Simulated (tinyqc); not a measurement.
Implanted layer, carriers, mobility and sheet resistance: one step of the calculation.

An n-type layer from the surface x = 0 to the junction xj, N(x) = N0 exp(-(x - Rp)^2/(2 sg^2)). Local neutrality (no depletion at surface or junction, no spilling of carriers), intrinsic carriers neglected, full ionisation of active dopants.

Question. Sheet quantities by the trapezoid rule. Dose = integral of N, carrier sheet density = integral of n, 1/Rs = q integral of n mu, mean mobility 1/(q Rs sheet density), Hall mobility (unit Hall factor) = integral of n mu^2 over integral of n mu, Hall sheet density = (integral of n mu)^2/integral of n mu^2; all from 0 to xj.

Constants: q = 1.602176634e-19 C. Results are converted to the units shown.

x, point 0 to 13 (nm): [0.000000, 4.042570, 8.085140, 12.127710, 16.170280, 20.212850, 24.255420, 28.297990, 32.340560, 36.383130, 40.425700, 44.468270, 48.510840, 52.553410]
N, point 0 to 13 (cm^-3): [1.4559080e19, 1.9389896e19, 2.3443398e19, 2.5731742e19, 2.5640196e19, 2.3194074e19, 1.9047425e19, 1.4200350e19, 9.6109287e18, 5.9052081e18, 3.2938862e18, 1.6679596e18, 7.6677153e17, 3.2e17]
n, point 0 to 13 (in units of 1e19 cm^-3): [1.4239080, 1.9069896, 2.3123398, 2.5411742, 2.5320196, 2.2874074, 1.8727425, 1.3880350, 0.9290929, 0.5585208, 0.2973886, 0.1347960, 0.0446772, 0.0000000]
mu, point 0 to 13 (cm^2/(V s)): [66.288271, 64.517894, 63.508182, 63.055725, 63.072545, 63.561873, 64.619041, 66.457687, 69.464783, 74.280247, 81.844071, 93.175996, 108.37209, 124.89499]

Find: dose; carrier sheet density; Rs; mean mobility; Hall mobility; Hall sheet density.

Answer.

dose = 7.250e13 cm^-2
carrier sheet density = 7.081e13 cm^-2
Rs = 1350 ohm/square
mean mobility = 65.28 cm^2/(V s)
Hall mobility = 65.60 cm^2/(V s)
Hall sheet density = 7.046e13 cm^-2

Carriers make up 97.7 % of the dose. A Hall measurement weights the mobile tail, so its sheet density is 0.50 % below the true one.

Numbers from tinyqc (`OMP_NUM_THREADS=1 python tinyqc.py 2110137 2110138 out.jsonl`; about 0.01 s on one thread of a shared Intel Xeon 2.30GHz).
